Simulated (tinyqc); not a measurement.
Access strength from the read disturbance.

Question. Transistor (EKV form, voltages against the body): I = 2 n b Vt^2 [F(vp - Vs) - F(vp - Vd)] from drain to source, F(v) = ln^2(1 + exp(v/(2 Vt))), vp = (Vg - VT + sg |Vd - Vs|)/n. n-channel bodies are at 0; for the p-channel device all voltages are counted down from Vdd. b in uA/V^2 gives I in uA. In an SRAM read the low node Q obeys In(gate QB, drain Q) = Ip(gate QB, drain Q) + Ia, where the access transistor (threshold VTn) has its gate and drain at Vdd and its source at Q. Find Ia, ba and the cell ratio bn/ba.

Values chosen for this exercise: temperature T = 325 K; supply voltage Vdd = 0.6 V; slope factor n = 1.17; drain-induced barrier lowering sg = 0.111; n-channel threshold VTn = 0.36 V; p-channel threshold (magnitude) VTp = 0.34 V; gain factor of the pull-down transistor bn = 180 uA/V^2; gain factor of the pull-up transistor bp = 51 uA/V^2.

Constants: q = 1.602176634e-19 C, kB = 1.380649e-23 J/K, Vt = kB T/q. Results are converted to the units shown.

Q and QB in the read (V): [0.078745269, 0.59994883]

Solution. The node equation gives Ia, which is proportional to ba.

Ia = 2.79 uA
ba = 150 uA/V^2
cell ratio = 1.20

tinyqc, about 0.2 s, one thread, Intel Xeon 2.30GHz (shared host): `OMP_NUM_THREADS=1 python tinyqc.py 2340116 2340117 out.jsonl`
